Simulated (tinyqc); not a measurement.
Inside a calculation. Model: donor binding, ionisation and the Mott limit.

Computed by the program tinyqc: `OMP_NUM_THREADS=1 python tinyqc.py 2330135 2330136 out.jsonl`, one thread of a shared Intel Xeon 2.30GHz, about 0.01 s for the whole run. Printed values are rounded.

Hydrogenic donor: Ry = (m0 q^3/(8 eps0^2 h^2)) me/eps_r^2 in eV, E0 = cc Ry, radius a = q/(8 pi eps0 eps_r E0), Mott density Nm = (0.26/a)^3. Below Nm the level sinks as Ed = E0 [1 - (N/Nm)^(1/3)]. Neutrality: Nc F12(eta) = N/(1 + 2 exp(eta + Ed/kB T)), F12(x) = (2/sqrt(pi)) int_0^infinity sqrt(u)/(1 + exp(u - x)) du.

Values chosen for this exercise; band and dielectric values those of a made-up semiconductor:
- T = 77 K (temperature)
- eps_r = 12.5 (relative permittivity)
- me = 0.372 m0 (mass in the hydrogenic formula, set independently of Nc)
- Nc = 1.98e18 cm^-3 (conduction-band density of states at 77 K)
- cc = 1 (ratio of the true binding energy to the hydrogenic one)
- N = 1e18 cm^-3 (donor density)

Constants: q = 1.602176634e-19 C, kB = 1.380649e-23 J/K, eps0 = 8.8541878128e-12 F/m, h = 6.62607015e-34 J s, m0 = 9.1093837015e-31 kg, Vt = kB T/q. Results are converted to the units shown.

Range of the model: A sharp level with degeneracy 2 overstates freeze-out near Nm, where the impurity band broadens and merges with the conduction band.

## Binding energy, radius and Mott density

The mean spacing of the donors is N^(-1/3).

Ry = 32.3924 meV
E0 = 32.3924 meV
a = 1.77815 nm
Nm = 3.12619e18 cm^-3
spacing over a = 5.62382
Ed = 10.2391 meV

## Ionisation

Solve the neutrality equation for eta. Boltzmann form: with k = (Nc/2) exp(-Ed/kB T) the ionised share is [-k + sqrt(k^2 + 4 k N)]/(2 N).

eta = -1.64885
ionised share = 35.7228 %
n = 3.57228e17 cm^-3
ionised share, Boltzmann form = 36.6194 %

With the level held at E0 the share would be 8.24 %.
